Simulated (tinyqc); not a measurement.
Inside a calculation. Method: coherent transport through a tight-binding region between two chains. One step of it, computed by the program tinyqc.

Task: Transmission at E = -0.78 eV. Surface Green function g = (E - i sqrt(4 t^2 - E^2)) / (2 t^2); self-energy tc^2 g on each contact site; G = (E - H - Sigma)^(-1); Gamma = -2 Im Sigma; T = Gamma_L Gamma_R |G_LR|^2; local density of states -Im G_ii / pi.

H of the central region (eV), lower triangle:
```
           1          2          3          4         5
1   0.000000
2  -1.180000   1.200000
3   0.000000  -1.580000   1.200000
4   0.000000   0.000000  -1.400000   1.200000
5   0.000000   0.000000   0.000000  -0.360000  0.000000
```

Leads: semi-infinite chains with site energy 0:
```
parameter                           value
lead hopping t (eV)              1.420000
coupling to the left lead (eV)   0.570000
coupling to the right lead (eV)  0.480000
left contact site                       1
right contact site                      5
```

E = -0.780000 eV

Give: g; G; local density of states; transmission.

Result:

g = -0.1934-0.6771i 1/eV

G (1/eV), lower triangle:
```
                 1               2               3                4
1  -0.3991-0.0592i
2   0.5939+0.0384i  0.3681-0.0874i
3   1.0423+0.0924i  0.6507-0.1382i  0.0370-0.2422i
4   0.8038+0.0873i  0.5048-0.0968i  0.0323-0.1865i  -0.5241-0.1545i
5   0.3679+0.1208i  0.2461+0.0048i  0.0337-0.0842i  -0.2301-0.1245i

                 5
5  -1.3966-0.3572i
```

local density of states (1/eV): 0.0188  0.0278  0.0771  0.0492  0.1137

transmission = 0.0206
